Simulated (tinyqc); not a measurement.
Chemically amplified photoresist: aerial image, acid generation, bake, development and line width: one step, computed by the program tinyqc. Command: `OMP_NUM_THREADS=1 python tinyqc.py 3023274 3023275 out.jsonl resist walk`. One thread of a shared host (Intel(R) Xeon(R) Processor @ 2.30GHz), about 0.02 s of CPU time with the checks.

Lines and spaces of pitch p with a two-beam-like image; x = 0 is the middle of the bright space. The resist is positive and treated as uniform in depth.

Task: Space width and dose latitude. Dose E(x) = E [1 + c cos(2 pi x/p)]; acid h = 1 - exp(-C E(x)). Bake: the acid image is blurred by a Gaussian of variance sigma^2 = 2 D t (each Fourier term k of h, taken on 64 points, is multiplied by exp(-4 pi^2 k^2 D t/p^2)). The quencher then removes q, h_eff = max(h_blurred - q, 0); protection m = exp(-k_amp t h_eff). Mack rate r = r_max (a + 1)(1 - m)^n/(a + (1 - m)^n) + r_min, a = ((n + 1)/(n - 1))(1 - m_th)^n. Edge: vertical development clears the film where r t_d >= d; the space width is twice the x where r = d/t_d. Dose sensitivity = d ln(width)/d ln E from widths at 1.005 E and E/1.005; image log-slope at the edge = |d ln E/dx|, normalised by the width (NILS); latitude for 10 % of width = 10 %/sensitivity.

Inputs (values chosen for the exercise, for a model resist at 13.5 nm): pitch p = 30 nm; image contrast c = 0.52; mean dose E = 8.17 mJ/cm^2; Dill parameter C = 0.045 cm^2/mJ; quencher load q, relative to the acid generator = 0.2; acid diffusivity D = 0.02 nm^2/s; bake time t = 90 s; amplification rate k_amp = 0.061 1/s; threshold protection m_th = 0.41; development selectivity n = 20; largest rate r_max = 350 nm/s; smallest rate r_min = 0.015 nm/s; resist thickness d = 27 nm; development time t_d = 30 s.

Give: space width; dose sensitivity; NILS; dose latitude.

Result:

space width = 15.03 nm

dose sensitivity = 1.303

NILS = 1.640

dose latitude = 7.675 %

At the same width a resist without blur would give a sensitivity 2/NILS = 1.220; the blur multiplies it by 1.07. Caution: lateral development, standing waves and the joint diffusion of acid and quencher are left out, so widths are indicative.
